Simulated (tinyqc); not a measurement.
Worked calculation: Hartree-Fock atom on a uniform radial grid, spin-unpolarised, for Li+. Computed by tinyqc, a small Python program that keeps every step. Settings: Z = 3, points = 192, R = 5.3, functional = hf2, mixing = 0.6, iteration cap = 58. Command: `OMP_NUM_THREADS=1 python tinyqc.py 21300 21301 out.jsonl` (the two numbers bound the seeds that draw the settings). One thread of a shared host (Intel(R) Xeon(R) Processor @ 2.60GHz), about 0.1 s of CPU time with the checks. Later iterations appear only in the table of the cycle.

## Iteration 1

Spherical atom on a uniform radial grid r_j = j h with h = R/(N + 1), h sum u^2 = 1 and integrals as h times sums, u(0) = u(R) = 0 (atomic units):
```
parameter           value
Z                       3
points N              192
R                5.300000
h                0.027461
mixing           0.600000
electrons in 1s         2
```

Three-point differences turn -u''/2 + [l(l+1)/2r^2 - Z/r + V] u = e u into a tridiagonal matrix (diagonal 1/h^2 + potential, off-diagonal -1/2h^2). D = sum f u^2; the Hartree potential y/r solves y'' = -D/r with y(0) = 0, y(R) = N_e; for two electrons in one orbital exchange is -V_H/2 (Hartree-Fock); E = sum f e - int D V + int D (V_H/2 + eps_xc); V(new) = V + mixing (V_H + v_xc - V).

eigenvalues (hartree): 1s -4.492390

Every 12th grid point:
```
r             V in     u(1s)         D       V_H       v_xc
0.329534  0.000000  1.273554  3.243881  4.397212  -2.198606
0.659067  0.000000  0.948828  1.800551  2.861013  -1.430507
0.988601  0.000000  0.530175  0.562171  2.001677  -1.000839
1.318135  0.000000  0.263329  0.138684  1.514516  -0.757258
1.647668  0.000000  0.122616  0.030070  1.213466  -0.606733
1.977202  0.000000  0.054811  0.006009  1.011480  -0.505740
2.306736  0.000000  0.023821  0.001135  0.867019  -0.433510
2.636269  0.000000  0.010141  0.000206  0.758647  -0.379323
2.965803  0.000000  0.004250  0.000036  0.674353  -0.337177
3.295337  0.000000  0.001759  0.000006  0.606918  -0.303459
3.624870  0.000000  0.000721  1.04e-06  0.551744  -0.275872
3.954404  0.000000  0.000293  1.71e-07  0.505765  -0.252883
4.283938  0.000000  0.000118  2.77e-08  0.466860  -0.233430
4.613472  0.000000  0.000046  4.30e-09  0.433513  -0.216757
4.943005  0.000000  0.000016  5.35e-10  0.404612  -0.202306
5.272539  0.000000  1.07e-06         0  0.379324  -0.189662
```

total energy = -7.11105555 hartree

## Iteration 2

As before.

eigenvalues (hartree): 1s -3.389968

Every 12th grid point:
```
r             V in     u(1s)         D       V_H       v_xc
0.329534  1.319163  1.214027  2.947722  4.193375  -2.096687
0.659067  0.858304  0.969956  1.881627  2.803364  -1.401682
0.988601  0.600503  0.594394  0.706610  1.988280  -0.994140
1.318135  0.454355  0.327471  0.214475  1.511690  -0.755845
1.647668  0.364040  0.170208  0.057941  1.212903  -0.606451
1.977202  0.303444  0.085260  0.014538  1.011372  -0.505686
2.306736  0.260106  0.041630  0.003466  0.866999  -0.433499
2.636269  0.227594  0.019950  0.000796  0.758643  -0.379322
2.965803  0.202306  0.009424  0.000178  0.674353  -0.337176
3.295337  0.182075  0.004401  0.000039  0.606918  -0.303459
3.624870  0.165523  0.002036  0.000008  0.551744  -0.275872
3.954404  0.151730  0.000934  1.75e-06  0.505765  -0.252883
4.283938  0.140058  0.000424  3.59e-07  0.466860  -0.233430
4.613472  0.130054  0.000187  6.97e-08  0.433513  -0.216757
4.943005  0.121384  0.000072  1.04e-08  0.404612  -0.202306
5.272539  0.113797  4.91e-06  4.82e-11  0.379324  -0.189662
```

total energy = -7.20920199 hartree

## Iteration 3

As before.

eigenvalues (hartree): 1s -3.003116

Every 12th grid point:
```
r             V in     u(1s)         D       V_H       v_xc
0.329534  1.785678  1.191133  2.837596  4.115300  -2.057650
0.659067  1.184331  0.973826  1.896676  2.778458  -1.389229
0.988601  0.836685  0.616229  0.759477  1.981622  -0.990811
1.318135  0.635249  0.352403  0.248376  1.510064  -0.755032
1.647668  0.509487  0.190716  0.072745  1.212526  -0.606263
1.977202  0.424789  0.099666  0.019867  1.011288  -0.505644
2.306736  0.364142  0.050838  0.005169  0.866981  -0.433490
2.636269  0.318631  0.025474  0.001298  0.758639  -0.379320
2.965803  0.283228  0.012592  0.000317  0.674352  -0.337176
3.295337  0.254906  0.006157  0.000076  0.606918  -0.303459
3.624870  0.231732  0.002983  0.000018  0.551744  -0.275872
3.954404  0.212421  0.001433  4.11e-06  0.505765  -0.252883
4.283938  0.196081  0.000680  9.26e-07  0.466860  -0.233430
4.613472  0.182075  0.000312  1.95e-07  0.433513  -0.216757
4.943005  0.169937  0.000124  3.09e-08  0.404612  -0.202306
5.272539  0.159316  0.000009  1.48e-10  0.379324  -0.189662
```

total energy = -7.22137390 hartree

## Convergence

Stop when input and output potentials agree to 1e-7.

Course of the cycle (hartree):
```
iteration            E      e(1s)  largest |V(out) - V(in)|
1          -7.11105555  -4.492390                  2.99e+00
2          -7.20920199  -3.389968                  9.92e-01
3          -7.22137390  -3.003116                  3.23e-01
4          -7.22264646  -2.865459                  1.06e-01
5          -7.22277125  -2.815713                  3.50e-02
6          -7.22278343  -2.797448                  1.25e-02
7          -7.22278465  -2.790641                  4.65e-03
8          -7.22278478  -2.788072                  1.77e-03
9          -7.22278479  -2.787091                  6.85e-04
10         -7.22278479  -2.786713                  2.67e-04
11         -7.22278479  -2.786566                  1.05e-04
12         -7.22278479  -2.786509                  4.12e-05
13         -7.22278479  -2.786487                  1.62e-05
14         -7.22278479  -2.786478                  6.41e-06
15         -7.22278479  -2.786474                  2.54e-06
16         -7.22278479  -2.786473                  1.00e-06
17         -7.22278479  -2.786472                  3.98e-07
18         -7.22278479  -2.786472                  1.58e-07
19         -7.22278479  -2.786472                  6.26e-08
```

Converged in 19 iterations. A uniform grid resolves the cusp poorly: for a bare nucleus this grid gives 1s at -4.49239 against -Z^2/2 = -4.5 hartree. Before convergence this energy mixes input and output and is not variational, so it may rise towards its limit.
